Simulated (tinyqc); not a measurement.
Threshold of a short bulk MOSFET: charge sharing, barrier lowering, narrow width: threshold roll-off against channel length.

n-channel device on a p-type body, depletion approximation, full ionisation. Uniform doping N = Na. Vbi from Boltzmann statistics is rough for the degenerate source. Cox = eps0 eox/tox.

ni = sqrt(Nc Nv) exp(-Eg/(2 Vt)), Eg in volts; 2 pB = 2 Vt ln(N/ni); flat band Vfb - Vt ln(N/Na); Wd = sqrt(2 eps0 eps_r (2 pB - Vbs)/(q N)); body term q N Wd/Cox; long-channel VT0 = flat band + 2 pB + body term; Vbi = Vt ln(N Nsd/ni^2); scale length l = sqrt((eps_r/eox) tox Wd). Charge sharing (trapezoid; it ignores Vds): F = (xj/L)(sqrt(1 + 2 Wd/xj) - 1), lowering = body term times F. Barrier lowering: th = exp(-L/(2 l)) + 2 exp(-L/l), lowering = th [2 (Vbi - 2 pB) + Vds], DIBL = th. Narrow width: rise = body term times xw Wd/W. VT by each model = VT0 - lowering + rise. DIBL under 0.001 mV/V is printed as 0.

Parameters, values chosen for the exercise; band and dielectric values close to those of silicon: temperature T = 400 K; band gap Eg = 1.12 eV; relative permittivity eps_r = 11.5; conduction-band density of states at T Nc = 4.26e19 cm^-3; valence-band density of states at T Nv = 4.03e19 cm^-3; relative permittivity of the gate insulator (close to hafnium oxide) eox = 22.5; insulator thickness tox = 5.4 nm; channel doping Na = 2.1e17 cm^-3; source and drain doping Nsd = 1e20 cm^-3; flat-band voltage for the doping Na Vfb = -0.76 V; junction depth xj = 14 nm; body-source voltage Vbs = 0 V; drain-source voltage Vds = 1 V; gate width W = 290 nm; shape factor of the fringing depletion at the width edges xw = 0.

Constants: q = 1.602176634e-19 C, kB = 1.380649e-23 J/K, Vt = kB T/q, eps0 = 8.8541878128e-14 F/cm where lengths are in cm. Results are converted to the units shown.

The same in every row: N (cm^-3) = 2.1000e17; VT0 (V) = 0.057355.

Results:

| L (nm) | L/l | F | DIBL (mV/V) | VT, charge sharing (V) | VT, barrier lowering (V) |
|---|---|---|---|---|---|
| 43 | 3.1473 | 0.73750 | 293.22 | 0.011867 | -0.36050 |
| 63 | 4.6112 | 0.50338 | 119.58 | 0.026307 | -0.11305 |
| 90 | 6.5874 | 0.35236 | 39.870 | 0.035622 | 5.3690e-4 |
| 130 | 9.5152 | 0.24394 | 8.7336 | 0.042309 | 0.044909 |
| 190 | 13.907 | 0.16691 | 0.95719 | 0.047060 | 0.055991 |
| 390 | 28.546 | 0.081315 | 0 | 0.052339 | 0.057354 |
| 570 | 41.721 | 0.055636 | 0 | 0.053923 | 0.057355 |
| 820 | 60.019 | 0.038674 | 0 | 0.054969 | 0.057355 |

Estimate the missing row, L = 270 nm.

Computed row:

| L (nm) | L/l | F | DIBL (mV/V) | VT, charge sharing (V) | VT, barrier lowering (V) |
|---|---|---|---|---|---|
| 270 | 19.762 | 0.11745 | 0.051133 | 0.050110 | 0.057282 |

With this row back in the table: VT by barrier lowering rises from -0.360 to 0.0574 V and VT by charge sharing rises from 0.0119 to 0.0550 V. DIBL is under 100 mV/V from L = 90 nm on among the rows (th = 0.1 at L/l = 4.92). For L = 43, 63 F exceeds 0.5: the shares of source and drain overlap, and the trapezoid formula no longer holds. For L = 43 DIBL exceeds 250 mV/V, where the barrier formula is rough.

Computed by the program tinyqc: `OMP_NUM_THREADS=1 python tinyqc.py 2002025 2002026 out.jsonl`, one thread of a shared Intel Xeon 2.30GHz, about 0.01 s for the whole run.
